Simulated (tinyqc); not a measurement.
# Quantum point contact as a saddle point: what changes with what

Potential V0 - m wx^2 x^2/2 + m wy^2 y^2/2; energies are counted from V0. Mode n = 0, 1, ... transmits T_n(E) = 1/(1 + exp(-2 pi (E - E_n)/wx)), E_n = wy (n + 1/2); each mode carries 2 q^2/h.

Inputs (values chosen for the exercise): temperature T = 4.2 K; transverse quantum hbar wy wy = 3.5 meV; curvature of the barrier hbar wx wx = 1.4 meV; Fermi level above the saddle point mu = 1.43 meV.

Constants: q = 1.602176634e-19 C, kB = 1.380649e-23 J/K, Vt = kB T/q. Results are converted to the units shown.

Each table varies one quantity; the others keep the values above.

## Conductance steps

g(T) = int g(E) (-df/dE) dE = int g(mu + x kB T) dx/(4 cosh^2(x/2)), g(E) the zero-temperature value at E, g = G/(2 q^2/h).

Conductance steps:

| mu (meV) | g at T = 0 | g(T) | dg/dmu (1/meV) |
|---|---|---|---|
| 0 | 3.881e-4 | 0.01466 | 0.03781 |
| 0.88 | 0.01975 | 0.1196 | 0.2519 |
| 1.75 | 0.5000 | 0.5001 | 0.5603 |
| 2.62 | 0.9803 | 0.8819 | 0.2557 |
| 3.5 | 1.000 | 1.000 | 0.07561 |
| 4.38 | 1.020 | 1.118 | 0.2557 |
| 5.25 | 1.500 | 1.500 | 0.5607 |
| 6.12 | 1.980 | 1.882 | 0.2557 |
| 7 | 2.000 | 2.000 | 0.07561 |
| 7.88 | 2.020 | 2.118 | 0.2557 |
| 8.75 | 2.500 | 2.500 | 0.5607 |
| 9.62 | 2.980 | 2.882 | 0.2557 |
| 10.5 | 3.000 | 3.000 | 0.07561 |
| 11.38 | 3.020 | 3.118 | 0.2557 |
| 12.25 | 3.500 | 3.500 | 0.5607 |

g rises from 0.0147 to 3.50. The slope is smallest, 0.0756 per meV, at mu = 3.5 meV (g = 1.00) and largest, 0.561, at 12.25 meV among the rows after the first. A riser is wx/(2 pi) = 0.223 meV wide by tunnelling and kB T = 0.362 meV by heat, against the spacing wy = 3.5 meV.

## Differential conductance at finite bias

Same model as above.

With the bias V split evenly and the saddle held fixed, dI/dV = [g(mu + V/2) + g(mu - V/2)]/2, each thermally averaged.

Differential conductance at finite bias:

| V (mV) | g(mu + V/2) | g(mu - V/2) | dI/dV |
|---|---|---|---|
| 0 | 0.3276 | 0.3276 | 0.3276 |
| 0.7 | 0.5169 | 0.1789 | 0.3479 |
| 1.4 | 0.7021 | 0.08637 | 0.3942 |
| 2.1 | 0.8418 | 0.03810 | 0.4400 |
| 2.8 | 0.9270 | 0.01584 | 0.4714 |
| 3.5 | 0.9735 | 0.006344 | 0.4899 |
| 4.2 | 1.002 | 0.002485 | 0.5024 |
| 4.9 | 1.033 | 9.610e-4 | 0.5168 |
| 5.6 | 1.084 | 3.688e-4 | 0.5423 |
| 6.3 | 1.178 | 1.410e-4 | 0.5891 |
| 7 | 1.327 | 5.376e-5 | 0.6637 |
| 7.7 | 1.517 | 2.047e-5 | 0.7584 |

Read the table: what changes, and by how much?

dI/dV rises from 0.328 to 0.758 in units of 2 q^2/h. Right-movers gain modes (0.328 to 1.52) while left-movers lose them (0.328 to 2.05e-5). At V = 2.8 mV both lie near whole numbers that differ by an odd count, so the mean sits near a half-integer plateau.

Numbers from tinyqc (`OMP_NUM_THREADS=1 python tinyqc.py 2740023 2740024 out.jsonl`; about 0.03 s on one thread of a shared Intel Xeon 2.30GHz).
